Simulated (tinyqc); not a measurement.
Threshold spread from leakage statistics.

Problem. VT is Gaussian with standard deviation s and Ioff goes as exp(-VT/(n Vt)), so Ioff is log-normal: mean/median = exp(w^2/2) with w = s/(n Vt). Find w, s, the relative standard deviation sqrt(exp(w^2) - 1) and the share of devices that leak more than the mean, erfc(w/(2 sqrt(2)))/2.

Parameters, values chosen for the exercise:
```
symbol  value  unit              meaning
T         300     K          temperature
n        1.22        subthreshold factor
```

Constants: q = 1.602176634e-19 C, kB = 1.380649e-23 J/K, Vt = kB T/q. Results are converted to the units shown.

mean/median of the off current = 8.0934148

Solution. w = sqrt(2 ln(mean/median)); the mean lies w/2 standard deviations out in ln Ioff.

w = 2.045
s = 64.50 mV
relative standard deviation = 8.031
share above the mean = 15.33 %

Computed by the program tinyqc: `OMP_NUM_THREADS=1 python tinyqc.py 2090130 2090131 out.jsonl`, one thread of a shared Intel Xeon 2.30GHz, about 0.01 s for the whole run.
